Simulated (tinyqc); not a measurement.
Worked calculation: linear model of a band gap against the share of exact exchange. Values are carried at full precision from step to step, so a last printed digit may differ when a step is redone from the rounded ones.

E(alpha) = E0 + S alpha. A wider gap screens less, modelled in the Penn form eps(alpha) = 1 + (e0 - 1)(EP/(EP + S alpha))^2 with a scale EP chosen for the exercise. A dielectric-dependent hybrid takes alpha = 1/eps.

Values chosen for the exercise (of the order of those of Si; the results hold for these values, not for the real material):
- E0 = 0.6 eV (gap of the semi-local functional)
- S = 5.19 eV (slope dE/d(alpha))
- e0 = 13.1 (optical dielectric constant at alpha = 0)
- EP = 9.4 eV (energy scale of the screening)
- Et = 1.19 eV (target gap)
- a_start = 0.1 (starting alpha)
- fv = 0.46 (share of the opening taken by the valence edge)
- Ed = 0.44 eV (defect level above the semi-local valence top)
- cd = 0 (shift of the level per unit opening, on the scale of the mean potential)

## Fixed shares

Gap, error against the target and eps for alpha = 0, 0.25 and 1/e0; and the alpha that meets the target, (Et - E0)/S.

Results:

| alpha | E (eV) | E - Et (eV) | eps |
|---|---|---|---|
| 0.0000 | 0.600 | -0.590 | 13.100 |
| 0.2500 | 1.897 | 0.708 | 10.343 |
| 0.0763 | 0.996 | -0.194 | 12.141 |

alpha for the target = 0.1137

A quarter of exact exchange overshoots the target by 0.71 eV: the material needs 0.114, and 1/e0 = 0.076 lies closer to it than 0.25 does.

## Self-consistent share

Iterate alpha -> 1/eps(alpha) seven times from a_start. The fixed point solves alpha eps(alpha) = 1; the contraction factor there is 2 (eps - 1) S/((EP + S alpha) eps^2).

Iterates:

| step | alpha | eps | E (eV) |
|---|---|---|---|
| 0 | 0.10000 | 11.8669 | 1.1190 |
| 1 | 0.08427 | 12.0480 | 1.0374 |
| 2 | 0.08300 | 12.0628 | 1.0308 |
| 3 | 0.08290 | 12.0640 | 1.0302 |
| 4 | 0.08289 | 12.0641 | 1.0302 |
| 5 | 0.08289 | 12.0641 | 1.0302 |
| 6 | 0.08289 | 12.0641 | 1.0302 |
| 7 | 0.08289 | 12.0641 | 1.0302 |

fixed point = 0.08289
contraction factor = 0.0803

The factor is positive, so the iterates approach from one side, the error shrinking to 0.08 of itself each step; the gap is within 0.01 eV of its limit from step 1. Self-consistency moves the gap by +0.034 eV against the one-shot choice 1/e0, since a wider gap screens less.

## Band edges and a deep level

The opening c = S alpha lowers the valence top by fv c and raises the conduction edge by (1 - fv) c, both against the mean potential; the level moves by cd c. Use the fixed point. Compare with stretching the level in proportion to the gap and with pinning it to either edge.

opening c = 0.430 eV

shifts of the valence and conduction edges (eV): -0.198  0.232

level above the valence top = 0.638 eV
level below the conduction edge = 0.392 eV

level above the valence top: stretched, tied to the valence edge, tied to the conduction edge (eV): 0.755  0.440  0.870

The three recipes err by +0.12, -0.20 and +0.23 eV against alignment through the mean potential. A localised level with cd = 0 stays put while the edges move away from it.

## Checks

- Fixed point by bisection against 60 substitutions: both 0.08289.

Computed by tinyqc, a small Python program: `OMP_NUM_THREADS=1 python tinyqc.py 1850295 1850296 out.jsonl` (the numbers bound the seed that draws the inputs); one thread of a shared host (Intel(R) Xeon(R) Processor @ 2.30GHz), about 0.01 s for the whole set of steps.
